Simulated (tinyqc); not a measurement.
# Surface Green function of a dimerised chain, Sancho-Rubio decimation, step by step

tinyqc, about 0.03 s, one thread, Intel Xeon 2.30GHz (shared host): `OMP_NUM_THREADS=1 python tinyqc.py 2680134 2680135 out.jsonl` Printed values are rounded.

A semi-infinite lead of cells 0, 1, 2, ... with H0 inside a cell and H1 = <cell i|H|cell i + 1>. Cell A, B with A at the surface; -t1 joins A and B, -t2 joins B to the next A. z = E + i eta.

Values chosen for this exercise: hopping inside the cell t1 = 0.71 eV; hopping between cells t2 = 1 eV; site energy, +dl on A and -dl on B dl = 0 eV; energy E = 1.29 eV; broadening eta = 0.1 eV.

## The blocks

Read off from the list of hoppings.

H0 (eV):
```
	A	B
A	0	-0.71
B	-0.71	0
```

H1 (eV):
```
	A	B
A	0	0
B	-1	0
```

## Round 1: decimation

Start with e_s = e = H0, a = H1, b = H1^dagger. Each round: g = (z - e)^(-1); e_s <- e_s + a g b; e <- e + a g b + b g a; a <- a g a; b <- b g b (all with the old a, b). Round k joins cells 2^k apart.

g (1/eV):
```
	A	B
A	1.08656-0.15681i	-0.58781+0.13187i
B	-0.58781+0.13187i	1.08656-0.15681i
```

e_s after round 1 (eV):
```
	A	B
A	0.00000+0.00000i	-0.71000+0.00000i
B	-0.71000+0.00000i	1.08656-0.15681i
```

e after round 1 (eV):
```
	A	B
A	1.08656-0.15681i	-0.71000+0.00000i
B	-0.71000+0.00000i	1.08656-0.15681i
```

a after round 1 (eV):
```
	A	B
A	0.000000+0.000000i	0.000000+0.000000i
B	-0.587806+0.131873i	0.000000+0.000000i
```

b after round 1 (eV):
```
	A	B
A	0.000000+0.000000i	-0.587806+0.131873i
B	0.000000+0.000000i	0.000000+0.000000i
```

## Round 2: decimation

As before.

g (1/eV):
```
	A	B
A	-0.27795-0.54071i	1.29252+0.25547i
B	1.29252+0.25547i	-0.27795-0.54071i
```

e_s after round 2 (eV):
```
	A	B
A	0.000000+0.000000i	-0.710000+0.000000i
B	-0.710000+0.000000i	0.911530-0.291141i
```

e after round 2 (eV):
```
	A	B
A	0.911530-0.291141i	-0.710000+0.000000i
B	-0.710000+0.000000i	0.911530-0.291141i
```

a after round 2 (eV):
```
	A	B
A	0.000000+0.000000i	0.000000+0.000000i
B	0.463713-0.116555i	0.000000+0.000000i
```

b after round 2 (eV):
```
	A	B
A	0.000000+0.000000i	0.463713-0.116555i
B	0.000000+0.000000i	0.000000+0.000000i
```

## Round 3: decimation

As before.

g (1/eV):
```
	A	B
A	-0.22369-0.89008i	1.03734+0.59769i
B	1.03734+0.59769i	-0.22369-0.89008i
```

e_s after round 3 (eV):
```
	A	B
A	0.000000+0.000000i	-0.710000+0.000000i
B	-0.710000+0.000000i	0.770255-0.446262i
```

e after round 3 (eV):
```
	A	B
A	0.770255-0.446262i	-0.710000+0.000000i
B	-0.710000+0.000000i	0.770255-0.446262i
```

a after round 3 (eV):
```
	A	B
A	0.000000+0.000000i	0.000000+0.000000i
B	0.273575+0.008270i	0.000000+0.000000i
```

b after round 3 (eV):
```
	A	B
A	0.000000+0.000000i	0.273575+0.008270i
B	0.000000+0.000000i	0.000000+0.000000i
```

## Course of the decimation

Stop when the largest entry of a and b is below 1e-12 eV, or after 60 rounds. The last column is -Im Tr (z - e_s)^(-1)/pi. At the end g_s = (z - e_s)^(-1), and the bulk Green function is (z - e)^(-1).

Course of the iteration:
```
round	largest |a|, |b| (eV)	surface density of states (1/eV)
1	0.602	1.01233
2	0.478	0.998077
3	0.274	0.705782
4	0.0683	0.638060
5	3.73e-3	0.640385
6	1.11e-5	0.640376
7	9.93e-11	0.640376
8	< 1e-13	0.640376
```

Converged in 8 rounds, which stand for 2^8 cells. E lies inside a band (1 open mode(s)), where only eta damps the waves, over about v/eta cells with v the group velocity in eV a cell.

## Self-energy, Dyson check and densities of states

converged surface Green function g_s (1/eV):
```
	A	B
A	0.78280-0.51715i	-0.08665+0.82936i
B	-0.08665+0.82936i	0.27425-1.49465i
```

converged bulk Green function (1/eV):
```
	A	B
A	0.086493-0.896902i	0.567054+0.565539i
B	0.567054+0.565539i	0.086493-0.896902i
```

Sigma = H1 g_s H1^dagger is what the lead adds to one more cell, and (z - H0 - Sigma)^(-1) must give g_s back. Densities of states: -Im of the diagonals over pi.

Sigma (eV):
```
	A	B
A	0.000000+0.000000i	0.000000+0.000000i
B	0.000000+0.000000i	0.782796-0.517149i
```

(z - H0 - Sigma)^(-1) (1/eV):
```
	A	B
A	0.78280-0.51715i	-0.08665+0.82936i
B	-0.08665+0.82936i	0.27425-1.49465i
```

```
orbital	surface density of states (1/eV)	bulk density of states (1/eV)
A	0.164614	0.285493
B	0.475763	0.285493
```

The surface cell holds 0.640 states per eV against 0.571 for a bulk cell.
